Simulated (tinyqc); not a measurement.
# Contact transmission and back-scattering length from two lengths

Problem. A channel with M modes has R = RQ (2/tc - 1 + L/lam), RQ = (h/2q^2)/M. Find lam and tc.

Constants: q = 1.602176634e-19 C, h = 6.62607015e-34 J s. Results are converted to the units shown.

R at L = 4.9 and 39 nm (ohm cm^2): 2.4164959e-8  7.0908250e-8
M = 9.6075857e11 cm^-2

Answer. The slope is RQ/lam and the intercept RQ (2/tc - 1).

lam = 9.80 nm
tc = 0.870

tinyqc, about 0.02 s, one thread, Intel Xeon 2.30GHz (shared host): `OMP_NUM_THREADS=1 python tinyqc.py 2760134 2760135 out.jsonl`
